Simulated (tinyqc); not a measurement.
Undoped gate-all-around wire MOSFET, analytic charge model: effect of the temperature.

An undoped round wire of radius R under an insulator shell and a surrounding gate; long channel, electrons only, n = ni exp((psi - V)/Vt) with V the quasi-Fermi potential (0 at the source, Vd at the drain), constant mobility, no quantisation. The radial Poisson equation gives n(r) = n(0)/(1 - (1 - b) r^2/R^2)^2 with b = Q0/(Q + Q0). Q is the electron charge per area of the wire surface.

Nc and Nv are given at 325 K and scale as (T/325 K)^1.5; Eg and mu are held fixed. ni = sqrt(Nc Nv) exp(-Eg/(2 Vt)), Eg in volts; Cox = eps0 eox/(R ln(1 + tox/R)); Q0 = 4 eps0 eps_r Vt/R; V0 = dphi + Vt ln[8 eps0 eps_r Vt/(q ni R^2)]. Q solves Vg - V0 - V = Q/Cox + Vt ln(Q/Q0) + Vt ln(1 + Q/Q0). I = mu (2 pi R/L)[2 Vt (Qs - Qd) + (Qs^2 - Qd^2)/(2 Cox) + Vt Q0 ln((Qd + Q0)/(Qs + Q0))], with Qs at V = 0 and Qd at V = Vd.  I(low) is taken at Vg = 0.45 V, Qs and I(high) at Vg = 1.2 V.

Parameters, values chosen for the exercise; material values close to those of In0.53Ga0.47As: band gap Eg = 0.746 eV; relative permittivity of the semiconductor eps_r = 14.1; conduction-band density of states at the reference temperature Nc = 2.33e17 cm^-3; valence-band density of states at the reference temperature Nv = 8.73e18 cm^-3; relative permittivity of the gate insulator eox = 24.5; insulator thickness tox = 14 nm; wire radius R = 3 nm; gate work function less that of the intrinsic body dphi = 0.25 V; channel mobility mu = 730 cm^2/(V s); gate length L = 0.2 um; drain voltage Vd = 0.5 V.

Constants: q = 1.602176634e-19 C, kB = 1.380649e-23 J/K, Vt = kB T/q, eps0 = 8.8541878128e-14 F/cm where lengths are in cm. Results are converted to the units shown.

Result of one run:

| T (K) | V0 (V) | I(low) (nA) | Qs(high) (nC/cm^2) | I(high) (uA) |
|---|---|---|---|---|
| 370 | 0.7042 | 0.4016 | 1719 | 29.76 |

What becomes of these results when the temperature T is changed from 370 to 430 K, all else the same?

Result of the changed run:

| T (K) | V0 (V) | I(low) (nA) | Qs(high) (nC/cm^2) | I(high) (uA) |
|---|---|---|---|---|
| 430 | 0.7145 | 1.245 | 1668 | 28.85 |

The whole series:

| T (K) | V0 (V) | I(low) (nA) | Qs(high) (nC/cm^2) | I(high) (uA) |
|---|---|---|---|---|
| 220 | 0.6762 | 0.002711 | 1889 | 33.20 |
| 250 | 0.6821 | 0.01115 | 1849 | 32.34 |
| 280 | 0.6878 | 0.03500 | 1812 | 31.58 |
| 310 | 0.6934 | 0.09034 | 1778 | 30.90 |
| 340 | 0.6988 | 0.2015 | 1747 | 30.30 |
| 370 | 0.7042 | 0.4016 | 1719 | 29.76 |
| 400 | 0.7094 | 0.7328 | 1692 | 29.28 |
| 430 | 0.7145 | 1.245 | 1668 | 28.85 |

As T goes from 220 to 430 K, I(low) rises from 0.00271 to 1.25 nA and I(high) falls from 33.2 to 28.9 uA. V0 rises from 0.676 to 0.715 V. In every row the surface density at the source at the higher gate voltage passes 0.3 Nc, where Boltzmann statistics fail. In every row mu V/L at the higher gate voltage, with V the smaller of Vd and Vg - V0, passes 3e6 cm/s, so velocity saturation would lower the current. In every row the mobility is held fixed, though a real one changes with T. In every row the body is thin enough for quantum confinement, left out here, to raise the threshold.

Program tinyqc, `OMP_NUM_THREADS=1 python tinyqc.py 2460151 2460152 out.jsonl`; Intel Xeon 2.30GHz, shared host, one thread, about 0.03 s.
